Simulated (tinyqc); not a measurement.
Defects against doping: deep level with several charge states.

Energies from Ev. The defect has charge states +1, 0, -1 with weights 1, gm exp((EF - E1)/kT), exp((2 EF - E1 - E2)/kT); the shares are the weights over their sum. Boltzmann carriers: n = Nc exp((EF - Eg)/kT), p = Nv exp(-EF/kT). Neutrality: p - n + Nd + Nt <q> = 0.

Constants: kB = 8.617333262e-05 eV/K.

Inputs chosen for the exercise (gap and densities of states near those of GaAs at this temperature; shifted at random, so the results belong to these values and not to a real crystal):

| symbol | value | unit | meaning |
|---|---|---|---|
| Eg | 1.4 | eV | gap |
| Nc | 5.42e+17 | 1/cm^3 | conduction-band density of states |
| Nv | 1.19e+19 | 1/cm^3 | valence-band density of states |
| T | 350 | K |  |
| E1 | 0.484 | eV | level (+1/0) above Ev |
| E2 | 0.949 | eV | level (0/-1) above Ev |
| gm | 1 |  | degeneracy of the middle state, the others 1 |
| Nd | -2.4e+13 | 1/cm^3 | ionised shallow donors minus acceptors |

Nt takes the listed multiples of |Nd|; the resistivity uses mobilities of 1000 (electrons) and 300 (holes) cm^2/(V s), chosen for the exercise, and e = 1.602176634e-19 C.

Neutral state:

| Nt/\|Nd\| | EF (eV) | n (1/cm^3) | p (1/cm^3) | rho (ohm cm) |
|---|---|---|---|---|
| 0.01 | 0.3958 | 1.88e+03 | 2.38e+13 | 875 |
| 0.10 | 0.3985 | 2.06e+03 | 2.17e+13 | 957 |
| 0.30 | 0.4054 | 2.59e+03 | 1.73e+13 | 1.20e+03 |
| 0.60 | 0.4188 | 4.03e+03 | 1.11e+13 | 1.88e+03 |
| 0.90 | 0.4367 | 7.30e+03 | 6.13e+12 | 3.40e+03 |
| 1.10 | 0.4496 | 1.12e+04 | 4.00e+12 | 5.21e+03 |
| 1.50 | 0.4704 | 2.23e+04 | 2.01e+12 | 1.04e+04 |
| 3.00 | 0.5061 | 7.28e+04 | 6.14e+11 | 3.39e+04 |
| 10.00 | 0.5505 | 3.17e+05 | 1.41e+11 | 1.48e+05 |

EF goes from 0.396 to 0.550 eV and the resistivity from 875 to 1.48e+05 ohm cm, with a largest value of 1.48e+05. The largest move of EF, +0.044 eV, comes between Nt/|Nd| = 3 and 10; the levels lie at 0.484 and 0.949 eV. A defect can take up to one carrier of either sign, so the doping can be cancelled no earlier than Nt = |Nd|, there only if EF lies well beyond the level that takes the carriers and otherwise at larger Nt (mean charge +0.10 in the last row).

tinyqc: `OMP_NUM_THREADS=1 python tinyqc.py 1681629 1681630 out.jsonl`; about 0.01 s, one thread, shared Intel(R) Xeon(R) Processor @ 2.30GHz.
